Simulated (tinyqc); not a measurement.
# Length offset and series resistance from crossing lines

Question. R_total = Rs + k (L - dL)/Vo with constant Rs, dL and k. Find k, dL and Rs.

R_total at (L, Vo) = (60, 0.33), (180, 0.33), (60, 0.72) and (180, 0.72), L in nm and Vo in V (ohm um): 487.27273  1032.7273  353.33333  603.33333

Answer. At each overdrive R is a straight line in L with slope k/Vo; the two lines cross at L = dL, R = Rs.

k = 1.50 ohm um V/nm
dL = 5.60 nm
Rs = 240 ohm um

tinyqc, about 0.03 s, one thread, Intel Xeon 2.30GHz (shared host): `OMP_NUM_THREADS=1 python tinyqc.py 2282018 2282019 out.jsonl`
